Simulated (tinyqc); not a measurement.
Worked calculation: harmonic frequencies on the UHF/3-21g surface (energies and gradients from PySCF), for H2-, spin multiplicity 2. The basis has no diffuse functions, so it cannot describe the extra electron: this is an exercise in the method, not the real anion. One step of it, computed by the program tinyqc.

Problem. One row of the Hessian: 2Hz. Displace 2Hz by +/-0.002 bohr; H(k, :) = (g(+) - g(-)) / (2 delta).

optimised positions (bohr):
```
           x         y          z
1H  0.000000  0.000000  -0.817447
2H  0.000000  0.000000   2.134586
```

gradient at +delta (hartree/bohr):
```
             x           y            z
1H  0.00000000  0.00000000  -0.00003709
2H  0.00000000  0.00000000   0.00003709
```

gradient at -delta (hartree/bohr):
```
             x           y            z
1H  0.00000000  0.00000000   0.00003850
2H  0.00000000  0.00000000  -0.00003850
```

Give: row of the Hessian.

Solution.

row of the Hessian (hartree/bohr^2): 1Hx 0.00000, 1Hy 0.00000, 1Hz -0.01890, 2Hx 0.00000, 2Hy 0.00000, 2Hz 0.01890
